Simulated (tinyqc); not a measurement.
Full law against its linear and parabolic limits: Deal-Grove kinetics of thermal oxidation of silicon. Computed by tinyqc, a small Python program. Command: `OMP_NUM_THREADS=1 python tinyqc.py 3010885 3010886 out.jsonl oxide walk`. One thread of a shared host (Intel(R) Xeon(R) Processor @ 2.30GHz), about 0.03 s of CPU time with the checks.

Oxidant diffuses through the oxide and reacts at the interface, so that dx/dt = B/(A + 2x) for the oxide thickness x.

Inputs (values chosen for the exercise, close to those used for silicon):
```
quantity                       value    unit
prefactor B0                     743  um^2/h
activation energy E_B           1.23      eV
prefactor (B/A)0            3.43e+06    um/h
activation energy E_A           2.02      eV
temperature T                   1200       C
oxidant pressure p                 5     atm
pressure exponent m of B/A      0.78       -
initial oxide x_i                0.1      um
time t                           1.6       h
```

Ambient: dry oxygen. Surface: (100).

Constants: k_B = 8.617333262e-05 eV/K.

Method:
- B = B0 p exp(-E_B/(k_B T)), B/A = (B/A)0 p^m exp(-E_A/(k_B T)), p in atm; A = B/(B/A).
- Temperatures in kelvin are T(C) + 273.15.
- tau = (x_i^2 + A x_i)/B and x = (A/2) [sqrt(1 + 4 B (t + tau)/A^2) - 1], the root of x^2 + A x = B (t + tau).
- Silicon consumed is 0.44 times the oxide grown; the rate is B/(A + 2x).
- Linear limit x = (B/A)(t + tau); parabolic limit x = sqrt(B (t + tau)).

tau = 0.111075 h

length A = 0.155643 um

parabolic constant B = 0.230154 um^2/h

linear constant B/A = 1.47873 um/h

Thickness (um):
```
t (h)    full  linear limit  parabolic limit    2x/A
0.05   0.1299         0.238           0.1925   1.669
0.1    0.1559         0.312           0.2204   2.004
0.25   0.2208         0.534           0.2883   2.837
0.5    0.3052         0.904           0.3750   3.922
1      0.4338         1.643           0.5057   5.575
2      0.6236         3.122           0.6970   8.013
4      0.8980         6.079           0.9727  11.539
8      1.2907        11.994           1.3663  16.585
16     1.8494        23.824           1.9256  23.764
32     2.6418        47.484           2.7185  33.947
```

Both limits lie above the full result, since each drops one resistance. The linear law overshoots by 83 % in the first row and 1700 % in the last, the parabolic law by 48 % and 2.9 %. The parabolic law is the better one in every row, as 2x/A stays above 1.24.
